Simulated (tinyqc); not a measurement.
Charge-trap memory cell: one step of the calculation.

Channel, tunnel oxide, storage layer, blocking layer, gate. N electrons per area sit in a sheet at the centroid and shift the threshold by U = (q/eps0) N (tb/eb + xc tn/en). EOT = t1 + 3.9 (tn/en + tb/eb); tunnel field F = (Vg - U)/EOT; dN/dt = eta (J/q)(1 - N/Nm). Fowler-Nordheim: J = A F^2 exp(-B/F), A = q^2/(16 pi^2 hbar mo phi) (times 1e14 for A/cm^2 with F in V/nm, emitter mass m0), B = (4/3) sqrt(mo/C) phi^1.5, C = hbar^2/(2 m0).

Problem. Constants of the stack. EOT, the shift for 1e12 electrons per cm^2, the shift with all traps full, and the starting field, current and rate.

Inputs (values chosen for the exercise); oxide values close to those of silicon dioxide, storage layer close to silicon nitride, blocking layer close to silicon dioxide:
- phi = 3.08 eV (tunnel barrier)
- mo = 0.47 m0 (tunnelling mass)
- t1 = 5.3 nm (tunnel oxide (permittivity 3.9))
- tn = 4.9 nm (storage layer)
- en = 7.4 (its relative permittivity)
- tb = 5.6 nm (blocking layer)
- eb = 3.9 (its relative permittivity)
- xc = 0.38 (charge centroid, share of tn counted from the blocking side)
- eta = 0.63 (capture efficiency of an empty layer)
- Nm = 9.8e12 cm^-2 (trap density)
- Vg = 14.5 V (gate voltage less flat band and surface potential)

Constants: q = 1.602176634e-19 C, hbar = 1.054571817e-34 J s, m0 = 9.1093837015e-31 kg, eps0 = 8.8541878128e-14 F/cm where lengths are in cm, hbar^2/(2 m0) = 0.0380998212 eV nm^2. Results are converted to the units shown.

Wanted: EOT; shift for 1e12 cm^-2; shift with all traps full; F(0); J(0); dN/dt at the start.

Solution.

EOT = 13.482 nm
shift for 1e12 cm^-2 = 0.30536 V
shift with all traps full = 2.9925 V
F(0) = 1.0755 V/nm
J(0) = 0.0073867 A/cm^2
dN/dt at the start = 2.9046e16 cm^-2 s^-1

Range of the model: The Fowler-Nordheim form needs F t1 above phi; trap-assisted paths and leakage through the blocking layer are left out.

Program tinyqc, `OMP_NUM_THREADS=1 python tinyqc.py 2130138 2130139 out.jsonl`; Intel Xeon 2.30GHz, shared host, one thread, about 0.06 s.
